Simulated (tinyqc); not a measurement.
Eight-band Kane k.p model with strain: one step. Strain of a layer grown coherently on a (001) face. Four cases, with inputs chosen for the exercise.

Task: e_par = (a_sub - a)/a in the plane; no stress along the normal: e_perp = -2 (C12/C11) e_par; exx = eyy = e_par, ezz = e_perp, no shear.

Give: e_par; e_perp; strain tensor in the cubic axes.

Case 1.

Values chosen (near those of InSb; shifted at random, so the results belong to these values and not to a real crystal):
- a = 6.481 angstrom (lattice constant)
- a_sub = 6.611 angstrom (lattice constant of the substrate)
- C11 = 68.1 GPa
- C12 = 37.5 GPa
- C44 = 31.2 GPa
- face = 001 (growth face)

Result:

e_par = 0.020059
e_perp = -0.022091

strain tensor in the cubic axes:
```
          x         y          z
x  0.020059  0.000000   0.000000
y  0.000000  0.020059   0.000000
z  0.000000  0.000000  -0.022091
```

The layer is under tension in the plane; its volume changes by +1.803 %.

Case 2.

Values chosen (near those of GaSb; shifted at random, so the results belong to these values and not to a real crystal):
- a = 6.093 angstrom (lattice constant)
- a_sub = 5.975 angstrom (lattice constant of the substrate)
- C11 = 88.4 GPa
- C12 = 40.5 GPa
- C44 = 43 GPa
- face = 001 (growth face)

Result:

e_par = -0.019366
e_perp = 0.017745

strain tensor in the cubic axes:
```
           x          y         z
x  -0.019366   0.000000  0.000000
y   0.000000  -0.019366  0.000000
z   0.000000   0.000000  0.017745
```

The layer is under compression in the plane; its volume changes by -2.099 %.

Case 3.

Values chosen (near those of InP; shifted at random, so the results belong to these values and not to a real crystal):
- a = 5.875 angstrom (lattice constant)
- a_sub = 5.914 angstrom (lattice constant of the substrate)
- C11 = 99.4 GPa
- C12 = 57 GPa
- C44 = 45.3 GPa
- face = 001 (growth face)

Result:

e_par = 0.006638
e_perp = -0.007613

strain tensor in the cubic axes:
```
          x         y          z
x  0.006638  0.000000   0.000000
y  0.000000  0.006638   0.000000
z  0.000000  0.000000  -0.007613
```

The layer is under tension in the plane; its volume changes by +0.566 %.

Case 4.

Values chosen (near those of CdTe; shifted at random, so the results belong to these values and not to a real crystal):
- a = 6.487 angstrom (lattice constant)
- a_sub = 6.339 angstrom (lattice constant of the substrate)
- C11 = 53.6 GPa
- C12 = 36.8 GPa
- C44 = 19.9 GPa
- face = 001 (growth face)

Result:

e_par = -0.022815
e_perp = 0.031328

strain tensor in the cubic axes:
```
           x          y         z
x  -0.022815   0.000000  0.000000
y   0.000000  -0.022815  0.000000
z   0.000000   0.000000  0.031328
```

The layer is under compression in the plane; its volume changes by -1.430 %.

Computed by tinyqc, one run a case: `OMP_NUM_THREADS=1 python tinyqc.py N N+1 out.jsonl` with N = 1050058, 1050605, 1051359, 1080008; one thread of a shared Intel(R) Xeon(R) Processor @ 2.30GHz, about 0.01 s a run at most.
